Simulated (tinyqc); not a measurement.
MOSFET in the linear regime without short-channel effects, parameter extraction from computed curves: one step of the calculation.

Inversion charge Q = Cox n Vt W0(exp((Vg - VT)/(n Vt))), W0 the Lambert function and n = nf; u = Q/Cox; mobility mu = mu0/(1 + th1 u + th2 u^2); channel resistance Rch = (L - dL)/(W mu Q); Id = Vd/(Rch + Rsd/W). Cox = eps0 eox/tox. Small Vd, no channel-length or drain effects.

Problem. Transfer curve. u, mu, Rch and Id as defined.

Inputs (values chosen for the exercise); channel values of the order met in silicon transistors: temperature T = 300 K; relative permittivity of the gate insulator (close to hafnium oxide) eox = 21.6; insulator thickness tox = 9.6 nm; low-field mobility mu0 = 91 cm^2/(V s); first mobility attenuation factor th1 = 0.28 1/V; second mobility attenuation factor th2 = 0.03 1/V^2; threshold voltage VT = 0.68 V; body factor nf = 1.23; gate width W = 0.5 um; drawn gate length L = 0.05 um; drawn less effective length dL = 0.016 um; source plus drain resistance Rsd = 210 ohm um; drain voltage Vd = 0.02 V.

Constants: q = 1.602176634e-19 C, kB = 1.380649e-23 J/K, Vt = kB T/q, eps0 = 8.8541878128e-14 F/cm where lengths are in cm. Results are converted to the units shown.

Vg, point 0 to 10 (V): 0.38  0.53  0.68  0.83  0.98  1.13  1.28  1.43  1.58  1.73  1.88

Find: u; mu; Rch; Id.

Solution.

```
point      u (V)  mu (cm^2/(V s))  Rch (ohm)    Id (uA)
0      2.5409e-6           91.000   1.4762e8  1.3548e-4
1      2.8175e-4           90.993   1.3314e6   0.015017
2       0.018034           90.542      20904    0.93790
3        0.11042           88.240     3503.3     5.0977
4        0.23623           85.220     1695.5     9.4541
5        0.37181           82.111     1118.0     13.004
6        0.51166           79.054     843.87     15.824
7        0.65386           76.093     686.04     18.083
8        0.79754           73.246     584.31     19.914
9        0.94224           70.517     513.71     21.420
10        1.0877           67.908     462.12     22.673
```

Computed by the program tinyqc: `OMP_NUM_THREADS=1 python tinyqc.py 2210051 2210052 out.jsonl`, one thread of a shared Intel Xeon 2.30GHz, about 0.01 s for the whole run.
